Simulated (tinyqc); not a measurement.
What moves the results: donor near an oxide interface in a gate field (two-state model). A value that a table varies takes the place of the one given here.

Interface at z = 0 (hard wall), donor at z = d, field F pulling electrons to the interface: potential e F z; 1 kV/cm = 1e-5 eV/angstrom, c = hbar^2/2m0, q = e^2/(4 pi eps0), Q = (eps - eo)/(eps + eo). Donor state: E_D = e F d - ED - q Q/(4 eps d), the last term joining the images of ion and electron. Interface state: z exp(-b z/2) exp(-rho^2/(2 L^2)) with E_z = c b^2/(4 mz) + 3 e F/b + q Q b/(8 eps), minimised over b; in the plane at z = 3/b the ion (distance D = d - 3/b) and its image (D' = d + 3/b) give E_rho = c/(mt L^2) - (q/eps)(sqrt(pi)/L)[erfcx(D/L) + Q erfcx(D'/L)], erfcx(x) = exp(x^2) erfc(x), minimised over L. E_I = E_z + E_rho.

The two states couple by t = t0 exp(-D/aD) with t0 = q/(eps aD) (2 aD/L) sqrt(aD b/2) v, v a valley factor; this form is an estimate. With detuning u = E_D - E_I the splitting is sqrt(u^2 + 4 t^2) and the lower state has weight (1 - u/sqrt(u^2 + 4 t^2))/2 on the donor.

Constants: hbar^2/2m0 = 3.80998211 eV angstrom^2; e^2/(4 pi eps0) = 14.39964547 eV angstrom.

Parameters, chosen for this exercise (near those of a donor in Si below Si3N4, static dielectric constants; not measured data): d = 90 angstrom (depth of the donor); ED = 44.7 meV (bulk binding energy); mz = 0.923 m0 (mass across the interface); mt = 0.192 m0 (mass in the plane); eps = 11.2 (dielectric constant of the semiconductor); eo = 7.5 (dielectric constant of the oxide); aD = 21.6 angstrom (donor radius); v = 0.51 (valley factor); Fl = (60.891, 70.405, 74.211, 76.114, 78.017, 81.823, 91.337) kV/cm (fields); dl = (60, 80, 105, 135, 170, 215, 270) angstrom (depths).

## Sweeping the field

Both levels, the splitting, the donor weight and the mean depth w d + (1 - w) 3/b.

Results:

| F (kV/cm) | E_D (meV) | E_I (meV) | splitting (meV) | donor weight | mean depth (angstrom) |
|---|---|---|---|---|---|
| 60.891 | 9.395 | 17.955 | 8.92 | 0.980 | 88.9 |
| 70.405 | 17.958 | 21.225 | 4.02 | 0.906 | 84.5 |
| 74.211 | 21.383 | 22.479 | 2.54 | 0.716 | 73.1 |
| 76.114 | 23.096 | 23.096 | 2.27 | 0.500 | 60.2 |
| 78.017 | 24.809 | 23.706 | 2.50 | 0.280 | 46.9 |
| 81.823 | 28.234 | 24.908 | 3.99 | 0.083 | 34.7 |
| 91.337 | 36.797 | 27.816 | 9.23 | 0.013 | 29.4 |

What does this show, and why?

E_D rises by 0.90 and E_I by 0.32 meV per kV/cm, so they cross once, near 76.1 kV/cm, where the splitting is 2t = 2.27 meV. The donor weight passes from 0.85 to 0.15 while the detuning goes from -2t to 2t, a window of 7.9 kV/cm or 10 % of the field; across the table the charge moves by 59 angstrom.

## Depth of the donor

Critical field, and the coupling, E_rho and L at that field.

Results:

| d (angstrom) | critical field (kV/cm) | e F d/ED | t (meV) | E_rho (meV) | L (angstrom) |
|---|---|---|---|---|---|
| 60 | 129.9 | 1.743 | 5.3 | -18.98 | 57 |
| 80 | 88.5 | 1.583 | 1.9 | -14.71 | 70 |
| 105 | 62.8 | 1.475 | 0.54 | -11.51 | 84 |
| 135 | 46.3 | 1.398 | 0.13 | -9.15 | 101 |
| 170 | 35.3 | 1.342 | 0.024 | -7.40 | 119 |
| 215 | 26.9 | 1.294 | 0.0029 | -5.95 | 141 |
| 270 | 20.8 | 1.255 | 0.00022 | -4.81 | 167 |

What does this show?

The critical field falls from 130 to 21 kV/cm, with exponent -1.22 in d, while t drops by a factor 2.4e+04, about e for each 21 angstrom at the end (aD = 21.6). One lattice plane (1.36 angstrom) of misplacement changes t by 6 % and the critical field by about 1.6 % at 105 angstrom.

## What each parameter does

Critical field (E_D = E_I), and t and L there. Each row changes one parameter from the base and keeps the others.

Results:

| case | critical field (kV/cm) | t (meV) | L (angstrom) |
|---|---|---|---|
| base | 76.1 | 1.14 | 75.6 |
| d = 80 angstrom | 88.5 | 1.87 | 69.5 |
| ED = 50.7 meV | 86.3 | 1.08 | 76.5 |
| aD = 23.8 angstrom | 76.1 | 1.54 | 75.6 |
| mz = 0.785 m0 | 78.7 | 1.19 | 74.9 |
| mt = 0.221 m0 | 75.3 | 1.21 | 71.2 |
| eo = 11.2 | 72.9 | 1.06 | 78.4 |
| eps = 11.9 | 77.9 | 1.04 | 77.4 |

What does this show?

The largest shifts from the base row, up to three for each result and ties (the steps differ in size, so this ranks the rows, not the parameters). critical field (kV/cm): d +12.4, ED +10.2, eo -3.2; unchanged at the printed digits by aD. t (meV): d +0.740, aD +0.402, eps -0.0954. L (angstrom): d -6.1, mt -4.4, eo +2.7; unchanged at the printed digits by aD.

Program tinyqc; command `OMP_NUM_THREADS=1 python tinyqc.py 1252360 1252361 out.jsonl`; about 0.09 s on one thread of a shared Intel(R) Xeon(R) Processor @ 2.30GHz.
